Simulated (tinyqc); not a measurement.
# Resistance of a source-drain extension with a graded tip, step by step

Numbers from tinyqc (`OMP_NUM_THREADS=1 python tinyqc.py 2282298 2282299 out.jsonl`; about 0.03 s on one thread of a shared Intel Xeon 2.30GHz). Printed values are rounded.

y runs along the channel, the gate covers y > 0. The doping is N0 for y < y0 and N0 10^(-(y - y0)/la) beyond, uniform over the depth xj. Sheet conductance s(y) = q mu(N) max(N - Nch, 0) xj + (for y > 0) ma Cox Vo, with mu(N) = u0 + (u1 - u0)/(1 + (N/Nr)^au) and Cox = eps0 eox/tox. Current is taken as one-dimensional; depletion of the tip, spreading and the contact are left out. The metallurgical junction lies at yj, where N = Nch.

Parameters, values chosen for the exercise; mobility law close to that of electrons in silicon: relative permittivity of the gate insulator (close to hafnium oxide) eox = 21.8; insulator thickness tox = 7.2 nm; active doping of the extension far from the gate N0 = 1.1e20 cm^-3; lateral abruptness la = 1.9 nm/decade; position under the gate where the fall begins (gate edge at 0) y0 = 2.6 nm; depth of the extension xj = 6 nm; channel doping Nch = 2.3e18 cm^-3; gate overdrive Vo = 0.6 V; mobility of the gate-induced layer ma = 86 cm^2/(V s); mobility at low doping u1 = 1414 cm^2/(V s); mobility at high doping u0 = 68.5 cm^2/(V s); reference doping Nr = 9.2e16 cm^-3; exponent au = 0.711; gate length Lg = 90 nm.

Constants: q = 1.602176634e-19 C, eps0 = 8.8541878128e-14 F/cm where lengths are in cm. Results are converted to the units shown.

## Sheet resistances and junction position

yj = y0 + la log10(N0/Nch); sheet resistance of the full extension 1/[q mu(N0)(N0 - Nch) xj] and of the gate-induced layer 1/(ma Cox Vo); metallurgical length Lg - 2 yj; ye is where the doped and the gate-induced conductances are equal.

yj = 5.791363 nm
sheet resistance of the extension = 1251.663 ohm/square
sheet resistance of the induced layer = 7228.989 ohm/square
metallurgical length = 78.41727 nm
ye = 4.165041 nm
N at ye = 1.650771e19 cm^-3

The gate takes over 1.63 nm before the junction, where N is still 7.18 times the channel doping.

## Resistance of the overlapped part

Midpoint rule on 11 equal steps from 0 to yj: R_ov = sum h/s(y), per width.

| point | y (nm) | N (cm^-3) | doped conductance (uS) | sheet resistance (ohm/square) |
|---|---|---|---|---|
| 0 | 0.2632438 | 1.1e20 | 798.9369 | 1066.930 |
| 1 | 0.7897313 | 1.1e20 | 798.9369 | 1066.930 |
| 2 | 1.316219 | 1.1e20 | 798.9369 | 1066.930 |
| 3 | 1.842706 | 1.1e20 | 798.9369 | 1066.930 |
| 4 | 2.369194 | 1.1e20 | 798.9369 | 1066.930 |
| 5 | 2.895682 | 7.687246e19 | 571.0715 | 1409.635 |
| 6 | 3.422169 | 4.061365e19 | 316.6962 | 2197.666 |
| 7 | 3.948657 | 2.145721e19 | 176.4614 | 3176.687 |
| 8 | 4.475144 | 1.133639e19 | 96.42908 | 4259.651 |
| 9 | 5.001632 | 5.989298e18 | 47.60052 | 5378.297 |
| 10 | 5.528119 | 3.164297e18 | 14.05138 | 6562.398 |

R_ov = 14.910 ohm um

The exact integral is 14.929 ohm um; the coarse sum is 0.13 % below it.
